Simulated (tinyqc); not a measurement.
# Illuminated p-n diode, drift-diffusion by the Gummel loop with Scharfetter-Gummel fluxes: two studies

Abrupt junction at x = 0, p side from -Lp, n side to Ln, ohmic contacts. psi is counted from the intrinsic level; n = ni exp((psi - phin)/Vt), p = ni exp((phip - psi)/Vt). Contacts: p side psi = V - Vt ln(Na/ni), p = Na, n = ni^2/Na; n side psi = Vt ln(Nd/ni), n = Nd, p = ni^2/Nd. Constant mobilities, D = mu Vt, Boltzmann statistics, SRH recombination through a mid-gap level, U = (n p - ni^2)/(tp (n + ni) + tn (p + ni)). Current is positive from the p contact to the n contact.

Inputs (values chosen for the exercise); band and dielectric values close to those of silicon:
- T = 300 K (temperature)
- Eg = 1.12 eV (band gap)
- eps_r = 11.7 (relative permittivity)
- Nc = 2.81e19 cm^-3 (conduction-band density of states at T)
- Nv = 2.63e19 cm^-3 (valence-band density of states at T)
- Na = 5.9e17 cm^-3 (acceptor density of the p side)
- Nd = 2.3e16 cm^-3 (donor density of the n side)
- mun = 620 cm^2/(V s) (electron mobility)
- mup = 280 cm^2/(V s) (hole mobility)
- tn = 3e-10 s (SRH lifetime of electrons)
- tp = 3e-9 s (SRH lifetime of holes)
- Lp = 0.44 um (length of the p side)
- Ln = 0.72 um (length of the n side)

Constants: q = 1.602176634e-19 C, kB = 1.380649e-23 J/K, Vt = kB T/q, eps0 = 8.8541878128e-14 F/cm where lengths are in cm. Results are converted to the units shown.

Each table varies one quantity; the others keep the values above.

## Current against voltage in the dark

ni = sqrt(Nc Nv) exp(-Eg/(2 Vt)), Eg in volts. Poisson and both continuity equations are solved self-consistently with Scharfetter-Gummel fluxes on a graded mesh of 500 nodes. J_scr is q times the integral of U between -xp and xn. Ideal diffusion current J_id = q ni^2 [Dn coth(wp/Le)/(Le Na) + Dp coth(wn/Lh)/(Lh Nd)] (exp(V/Vt) - 1), Le = sqrt(Dn tn), Lh = sqrt(Dp tp), wp = Lp - xp, wn = Ln - xn, with xp and xn from the depletion approximation (W = sqrt(2 eps0 eps_r (Vbi - V)(1/Na + 1/Nd)/q), xp = W Nd/(Na + Nd), xn = W Na/(Na + Nd), Vbi = Vt ln(Na Nd/ni^2)). Ideality factor = 0.004 V/(Vt ln[J(V + 0.004 V)/J(V)]). Here G = 0.

In this table G = 0 cm^-3 s^-1.

Current against voltage in the dark:

| V (V) | J (A/cm^2) | ideality factor | J_scr/J (%) | J_id (A/cm^2) | share recombining at the contacts (%) | larger minority/doping at -xp and xn |
|---|---|---|---|---|---|---|
| 0.17 | 4.13e-5 | 1.84 | 99.8 | 8.96e-8 | 0.199 | 2.33e-10 |
| 0.24 | 1.77e-4 | 1.87 | 99.3 | 1.32e-6 | 0.683 | 3.47e-9 |
| 0.31 | 7.58e-4 | 1.84 | 97.5 | 1.95e-5 | 2.34 | 5.15e-8 |
| 0.37 | 0.00274 | 1.76 | 93.0 | 1.96e-4 | 6.47 | 5.18e-7 |
| 0.44 | 0.0138 | 1.56 | 79.5 | 0.00289 | 18.8 | 7.63e-6 |
| 0.51 | 0.0906 | 1.31 | 53.9 | 0.0425 | 42.0 | 1.12e-4 |
| 0.58 | 0.835 | 1.14 | 26.9 | 0.625 | 66.4 | 0.00160 |
| 0.65 | 9.84 | 1.07 | 10.7 | 9.16 | 80.9 | 0.0218 |
| 0.72 | 118 | 1.15 | 3.79 | 134 | 87.2 | 0.230 |

What does the comparison show?

J rises from 4.13e-5 to 118 A/cm^2; the ideality factor moves up and down between 1.07 and 1.87. Recombination in the depleted layer carries over half of the current up to V = 0.51 V, where the factor is 1.31; it grows roughly as exp(V/2 Vt), so diffusion overtakes it. Where the factor is lowest (V = 0.65 V), J is 7.4 % above the ideal diffusion current. From V = 0.72 V on the minority density at an edge of the layer exceeds a tenth of the doping, and in the last row J is 12 % below the ideal value.

## Solar-cell figures against the uniform generation rate

Jsc = -J(0), collected share Jsc/(q G (Lp + Ln)), estimate q G [W + Le tanh(wp/2 Le) + Lh tanh(wn/2 Lh)] at V = 0 with Le = sqrt(Dn tn), Lh = sqrt(Dp tp), W, wp = Lp - xp and wn = Ln - xn from the depletion approximation; J(Voc) = 0; Vmp maximises -J V; FF = Pmax/(Jsc Voc).

Solar-cell figures against the uniform generation rate:

| G (cm^-3 s^-1) | Jsc (mA/cm^2) | collected share (%) | estimate of Jsc (mA/cm^2) | Voc (V) | Vmp (V) | FF | Pmax (mW/cm^2) |
|---|---|---|---|---|---|---|---|
| 1e18 | 0.0108 | 58.3 | 0.0109 | 0.108 | 0.0661 | 0.393 | 4.60e-4 |
| 6e18 | 0.0650 | 58.3 | 0.0655 | 0.191 | 0.127 | 0.489 | 0.00606 |
| 2e19 | 0.217 | 58.3 | 0.218 | 0.248 | 0.174 | 0.542 | 0.0291 |
| 1e20 | 1.08 | 58.3 | 1.09 | 0.325 | 0.239 | 0.598 | 0.210 |
| 4e20 | 4.33 | 58.3 | 4.37 | 0.388 | 0.295 | 0.636 | 1.07 |

Read the table: what changes, and by how much?

As G rises from 1e18 to 4e20, the collected share stays near 58.3 %, Voc rises from 0.108 to 0.388 V and FF rises from 0.393 to 0.636. The estimate of Jsc is within 0.84 % in all rows. Voc gains 108 mV a decade of Jsc, an ideality of 1.81.

Numbers from tinyqc (`OMP_NUM_THREADS=1 python tinyqc.py 2240061 2240062 out.jsonl`; about 0.5 s on one thread of a shared Intel Xeon 2.30GHz).
